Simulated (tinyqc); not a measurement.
# From one set of inputs to another, one input at a time

Model: interdiffusion in a binary couple: Darken equations, Kirkendall shift and Boltzmann-Matano analysis. Computed by tinyqc, a small Python program. Command: `OMP_NUM_THREADS=1 python tinyqc.py 3019862 3019863 out.jsonl darken ladder`. One thread of a shared host (Intel(R) Xeon(R) Processor @ 2.30GHz), about 0.2 s of CPU time with the checks.

x is the mole fraction of B; the molar volume is constant, and the two halves are long enough to count as infinite.

The inputs printed are set A. Inputs not listed in the table keep their values of set A, so the rows need not describe a real material.

Inputs (values chosen for the exercise, for a model alloy A-B):

| quantity | value | unit |
|---|---|---|
| tracer diffusivity D*_A(0) | 3.8e-14 | m^2/s |
| tracer diffusivity D*_B(0) | 6.1e-15 | m^2/s |
| slope k of ln D* with x | -1.6 | - |
| regular-solution parameter W | -0.016 | eV |
| temperature T | 959 | K |
| left composition x_L | 0.16 | - |
| right composition x_R | 0.65 | - |
| time t | 14000 | s |
| composition x for the local step | 0.22 | - |

Vacancy-wind correction: Manning, fcc.

Constants: k_B = 8.617333262e-05 eV/K.

Method:
- D*_i(x) = D*_i(0) exp(k x); thermodynamic factor Phi = 1 - 2 W x (1 - x)/(k_B T); with f0 = 0.7815, M0 = 2 f0/(1 - f0), den = M0 ((1 - x) D*_A + x D*_B): D_A = D*_A Phi [1 + 2 (1 - x)(D*_A - D*_B)/den], D_B = D*_B Phi [1 - 2 x (D*_A - D*_B)/den]; interdiffusion D~ = x D_A + (1 - x) D_B.
- With lambda = z/sqrt(t), the profile solves d/dlambda (D~ dx/dlambda) + (lambda/2) dx/dlambda = 0 with x = x_L and x_R far to the left and right; z = 0 is the original interface. It is solved as a boundary-value problem in y = lambda/sqrt(D~ at the mean composition) on -12 < y < 12 (collocation, tolerance 1e-8).
- Lattice planes move with v = (D_B - D_A) dx/dz; markers from the original interface stay at one composition, where z_K = 2 t v.

Each row keeps all changes above it:

| input moved | from | to | marker position z_K (um) | interdiffusion coefficient D~ at the local x (m^2/s) | composition at the markers |
|---|---|---|---|---|---|
| set A | - | - | -7.152 | 1.1021e-14 | 0.33455 |
| slope k of ln D* with x | -1.6 | 2.5 | -16.098 | 2.7160e-14 | 0.37654 |
| regular-solution parameter W (eV) | -0.016 | -0.058 | -17.754 | 3.1603e-14 | 0.37805 |
| tracer diffusivity D*_B(0) (m^2/s) | 6.1e-15 | 3.4e-14 | -1.729 | 7.5062e-14 | 0.42942 |
| time t (s) | 14000 | 490000 | -10.227 | 7.5062e-14 | 0.42942 |
| tracer diffusivity D*_A(0) (m^2/s) | 3.8e-14 | 8.3e-14 | -99.253 | 9.9741e-14 | 0.40133 |

Marker position z_K goes from -7.15 to -99.3, -92.1 in all. The largest single move comes from tracer diffusivity D*_A(0) (-89), and tracer diffusivity D*_B(0) works against it (+16). Interdiffusion coefficient D~ at the local x goes from 1.10e-14 to 9.97e-14, a factor 9.05 in all. The largest single move comes from slope k of ln D* with x (a factor 2.46). Composition at the markers goes from 0.335 to 0.401, a factor 1.20 in all. The largest single move comes from tracer diffusivity D*_B(0) (a factor 1.14), and tracer diffusivity D*_A(0) works against it (a factor 0.935). The single moves hold for this order of the switches; the total does not depend on the order.

Extremes, crossings and ranges named in words are read from the listed rows.
